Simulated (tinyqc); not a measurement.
# Hydrogen passivation and dissociation of interface defects with a spread of activation energies, step by step

A worked calculation. Computed by tinyqc, a small Python program that keeps every step. Command: `OMP_NUM_THREADS=1 python tinyqc.py 3027039 3027040 out.jsonl passivation walk`. One thread of a shared host (Intel(R) Xeon(R) Processor @ 2.30GHz), about 0.01 s of CPU time with the checks. Intermediate numbers are printed to about 6 digits and carried at full precision; extremes and crossings named in words are read from the listed rows.

Active defects P react as P + H2 -> HP + H and HP -> P + H; released atomic hydrogen is removed. All defects start active. Activation energies are normally distributed, independently for the two reactions.

Inputs (values chosen for the exercise, for a model interface): defect density N_0 = 1.5e+12 cm^-2; mean passivation energy E_f = 1.61 eV; spread s_f = 0.089 eV; prefactor k_f0 = 5.3e-08 cm^3/s; mean dissociation energy E_d = 2.62 eV; spread s_d = 0.066 eV; prefactor k_d0 = 3.2e+12 1/s; dissolved hydrogen [H2] = 3.9e+17 cm^-3; anneal temperature T = 550 K; anneal time t = 38 s.

Ambient: hydrogen.

Constants: k_B = 8.617333262e-05 eV/K.

## Sites at the mean energies

a = k_f0 [H2] exp(-E_f/k_B T), b = k_d0 exp(-E_d/k_B T); the active share of one kind of site is b/(a + b) + (a/(a + b)) exp(-(a + b) t).

passivation rate a = 3.65204e-05 1/s

dissociation rate b = 3.14398e-12 1/s

active share, single energy = 0.998613

steady active share, single energy = 8.60883e-08

## A five-point average

Gauss-Hermite nodes for a unit normal variable, z = 0, +/-1.355626, +/-2.856970 with weights 0.533333, 0.222076, 0.011257; E_f + s_f z is varied at the mean E_d.

Nodes:
```
z            weight  energy (eV)   rate (1/s)  active share
-2.856970  0.011257      1.35573  7.80681e-03      0.743298
-1.355626  0.222076      1.48935  4.65678e-04      0.982460
0.000000   0.533333      1.61000  3.65204e-05      0.998613
1.355626   0.222076      1.73065  2.86408e-06      0.999891
2.856970   0.011257      1.86427  1.70843e-07      0.999994
```

active share, five points = 0.992450

Caution: the spread exceeds 1.3 k_B T, so the integrand is step-like and five points are a rough average.

## Average over the spread

Full average: z from -5 to 5 in steps of 0.125 with normalised weights exp(-z^2/2), energy = mean + spread x z, over both energies.

active share = 0.992547

active defects = 1.48882e+12 cm^-2

The spread changes the active share from 0.999 to 0.993.

## Isochronal anneals

The formulas are those given above.

Same time, other temperatures:
```
T (K)      a (1/s)      b (1/s)  active share, single energy  active share, spread
450    1.92369e-08  1.45359e-17                  9.99999e-01           9.99990e-01
525    7.24471e-06  2.26077e-13                  9.99725e-01           9.98156e-01
600    6.19349e-04  3.14861e-10                  9.76740e-01           9.27220e-01
675    1.97032e-02  8.77696e-08                  4.72972e-01           4.57991e-01
750    3.13774e-01  7.93460e-06                  3.19182e-05           4.16823e-02
825    3.02090e+00  3.16254e-04                  1.04678e-04           6.93606e-04
900    1.99406e+01  6.82018e-03                  3.41909e-04           9.42479e-04
975    9.84567e+01  9.16983e-02                  9.30490e-04           2.19556e-03
1050   3.86973e+02  8.50557e-01                  2.19316e-03           4.56216e-03
1125   1.26724e+03  5.86228e+00                  4.60473e-03           8.62439e-03
```

The active share is lowest, 6.94e-4, at 825 K of those listed: below, passivation is too slow for this time, and above, dissociation competes. A single energy would promise 3.19e-5 (at 750 K), so among these rows the spread raises the floor by a factor 22.

## Isothermal kinetics

Times are decades about 1/(a + b) of the mean site. The last column is the part of the change still to come; rows stop once it is below 1e-5.

Against time:
```
t (s)     active share, single energy  active share, spread  unreacted part
3.00e+01                  9.98905e-01           9.94036e-01     9.94036e-01
3.00e+02                  9.89104e-01           9.53910e-01     9.53910e-01
3.00e+03                  8.96227e-01           7.71876e-01     7.71875e-01
3.00e+04                  3.34335e-01           3.92850e-01     3.92849e-01
3.00e+05                  1.75371e-05           9.01788e-02     9.01776e-02
3.00e+06                  8.60883e-08           7.33205e-03     7.33074e-03
3.00e+07                  8.60883e-08           1.83605e-04     1.82283e-04
```

A single energy finishes within about two decades of time. With the spread the unreacted part is 0.95 at 300 s and still 0.090 at 300000 s, where one energy leaves 1.7e-5: a width of s/k_B T = 1.88 in ln(rate) stretches the decay markedly.

Checks made by the program: the average on a grid twice as fine (relative difference 4e-08).
